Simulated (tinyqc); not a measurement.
Worked calculation: interdiffusion of a quantum well during annealing: blurred potential and shift of the confined levels. Computed by tinyqc, a small Python program that keeps every step. Command: `OMP_NUM_THREADS=1 python tinyqc.py 3005308 3005309 out.jsonl qwi walk`. One thread of a shared host (Intel(R) Xeon(R) Processor @ 2.30GHz), about 0.06 s of CPU time with the checks. Intermediate numbers are printed to about 7 digits and carried at full precision; extremes and crossings named in words are read from the listed rows.

A square well of width w is blurred by Fick diffusion with a constant coefficient; band offsets are linear in composition, masses are uniform, and strain and excitons are ignored.

Inputs (values chosen for the exercise, modelled on SiGe in silicon (holes and electrons as a model)):
```
quantity               value    unit
well width w              12      nm
electron mass m_e      0.187     m_0
hole mass m_h          0.292     m_0
conduction offset V_c  0.028      eV
valence offset V_v      0.26      eV
prefactor D0              41  cm^2/s
activation energy E     3.99      eV
anneal temperature T     950       C
anneal time t            180       s
```

Constants: k_B = 8.617333262e-05 eV/K; hbar^2/(2 m_0) = 3.80998212 eV angstrom^2.

## Diffusion length

D = D0 exp(-E/(k_B T)); L = sqrt(D t); share of well material at the centre erf(w/(4L)); 1 nm = 1e-7 cm. Temperatures in kelvin are T(C) + 273.15.

diffusivity D = 1.488259e-15 cm^2/s

diffusion length L = 5.175776 nm

ratio L/w = 0.4313147

share at the centre = 0.5876191

## Levels before the anneal

Square well, ground state: take the lowest root of k tan(k w/2) = kappa, k^2 = E/c, kappa^2 = (V - E)/c, c = hbar^2/(2m) with hbar^2/(2 m_0) in eV angstrom^2.

electron level before the anneal = 6.471084 meV

hole level before the anneal = 7.146864 meV

Caution: the well mass is used in the barriers too; a heavier barrier mass would lower these levels.

## Levels after the anneal

With L = sqrt(D t) and the share at the centre erf(w/(4L)). After the anneal: V(z) = V {1 - (1/2)[erf((w/2 - z)/(2L)) + erf((w/2 + z)/(2L))]}, energies counted from the original well bottom. Finite differences on 3000 points over |z| < w/2 + 6L + 25 nm; shifts are taken against the same grid with cell-averaged square steps. Rise of the bottom = V (1 - share at the centre). Overlap = |<electron|hole>|^2.

shift of the electron level = 9.502 meV

shift of the hole level = 111.881 meV

blue shift of the transition = 121.384 meV

rise of the gap at the centre = 118.7657 meV

overlap = 0.7762

The centre has taken up barrier material, which carries much of the shift.

## Shift against diffusion length

First-order estimate for small L: the shift is 2 L^2 V |d(psi^2)/dz| at an edge, with psi the normalised square-well state: psi^2 = cos^2(k z)/(w/2 + 1/kappa) inside, so |d(psi^2)/dz| = k sin(k w)/(w/2 + 1/kappa).

Shifts (meV):
```
L/w   L (nm)  share at the centre  electron     hole      sum  first-order sum
0.02    0.24                    1     0.051    0.292    0.342        0.3945900
0.04    0.48                    1     0.194     1.06    1.254         1.578360
0.07    0.84            0.9999996     0.562    3.087    3.649         4.833728
0.1      1.2            0.9995930     1.094    6.521    7.615         9.864751
0.15     1.8            0.9815779     2.281   17.025   19.307         22.19569
0.2      2.4            0.9229001     3.704   33.685   37.389         39.45900
0.3      3.6            0.7614072     6.552   71.899   78.451         88.78276
0.45     5.4            0.5679416     9.845  116.426   126.27         199.7612
0.7      8.4            0.3864947    13.135  158.734  171.869         483.3728
1         12            0.2763264    15.284  184.876   200.16         986.4751
```

The sum grows as L^1.87 between the first rows (L^2, linear in time, in first order) and as L^0.43 between the last, as it bends towards the limit V_c + V_v less the original levels, 274.4 meV. The first-order form is off by +15 % in the first row and +30 % at L/w = 0.1; it needs L well below the decay length 1/kappa. At L/w = 0.2 the electron level has moved by the larger share of its offset (13.0 % for the hole, 13.2 % for the electron).

Checks made by the program: finite differences against the square-well equation (relative difference 8e-05).
